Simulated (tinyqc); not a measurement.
Against the Fermi level: single-band model of a thermoelectric material. Computed by tinyqc, a small Python program. Command: `OMP_NUM_THREADS=1 python tinyqc.py 3009837 3009838 out.jsonl thermo walk`. One thread of a shared host (Intel(R) Xeon(R) Processor @ 2.30GHz), about 0.01 s of CPU time with the checks.

One spherical band, one scattering law, no minority carriers and no phonon drag. In a real material minority carriers limit |S| to about E_g/(2 e T), so larger values are formal. eta = E_F/(k_B T) is counted from the band edge; f = 1/(1 + exp(x - eta)).

Inputs (values chosen for the exercise, for a model material):

| quantity | value | unit |
|---|---|---|
| density-of-states mass m | 1.6 | m_0 |
| mobility parameter mu_300 | 240 | cm^2/(V s) |
| temperature exponent p | 2.5 | - |
| lattice thermal conductivity kappa_L | 4.2 | W/(m K) |
| temperature T | 990 | K |

Band: parabolic. Scattering: acoustic phonons, r = -0.5.

Constants: k_B = 8.617333262e-05 eV/K; e = 1.602176634e-19 C; m_0 = 9.1093837015e-31 kg; k_B = 1.380649e-23 J/K; hbar = 1.054571817e-34 J s.

Method:
- With x = E/(k_B T), a = alpha k_B T (0 for a parabolic band), G = x (1 + a x), D = 1 + 2 a x and <y> = int y f (1 - f) dx, f = 1/(1 + exp(x - eta)): tau = tau_0 G^r/D; transport function s = G^(3/2 + r)/D^2; n = N_0 <G^(3/2)> with N_0 = (2 m k_B T)^(3/2)/(3 pi^2 hbar^3).
- Integrals over x = E/(k_B T) use 160 Gauss-Legendre points in u = sqrt(x) from 0 to sqrt(max(eta, 0) + 32).
- sigma = e mu_0 N_0 <s> with mu_0 = e tau_0/m = mu_300 (T/300 K)^(-p); |S| = (k_B/e)(<x s>/<s> - eta); Lorenz number L = (k_B/e)^2 (<x^2 s>/<s> - (<x s>/<s>)^2); kappa_e = L sigma T; zT = S^2 sigma T/(kappa_L + kappa_e).

The same material at other dopings:

| eta | n (1/cm^3) | \|S\| (microvolt/K) | sigma (S/cm) | power factor (microwatt/(cm K^2)) | zT |
|---|---|---|---|---|---|
| -4 | 5.5405e+18 | 517.82 | 8.0798e+00 | 2.167 | 0.05092 |
| -3 | 1.4898e+19 | 432.97 | 2.1630e+01 | 4.055 | 0.09485 |
| -2 | 3.9366e+19 | 350.24 | 5.6504e+01 | 6.931 | 0.16016 |
| -1 | 9.9799e+19 | 272.49 | 1.3945e+02 | 10.354 | 0.23228 |
| 0 | 2.3295e+20 | 204.50 | 3.0857e+02 | 12.904 | 0.27224 |
| 1 | 4.7971e+20 | 150.88 | 5.8462e+02 | 13.308 | 0.25350 |
| 2 | 8.5970e+20 | 112.39 | 9.4684e+02 | 11.960 | 0.19933 |
| 4 | 1.9825e+21 | 68.22 | 1.7887e+03 | 8.324 | 0.10419 |
| 6 | 3.4850e+21 | 46.95 | 2.6721e+03 | 5.889 | 0.05755 |
| 10 | 7.3327e+21 | 28.35 | 4.4517e+03 | 3.577 | 0.02423 |

|S| falls and sigma rises with eta, so their product S^2 sigma peaks: among these rows at eta = 1, and zT at eta = 0, where |S| = 205 microvolt/K. zT stays above 90 % of its best row from n = 2.3e20 to 4.8e20 per cm^3.

Extremes, crossings and ranges named in words are read from the listed rows.
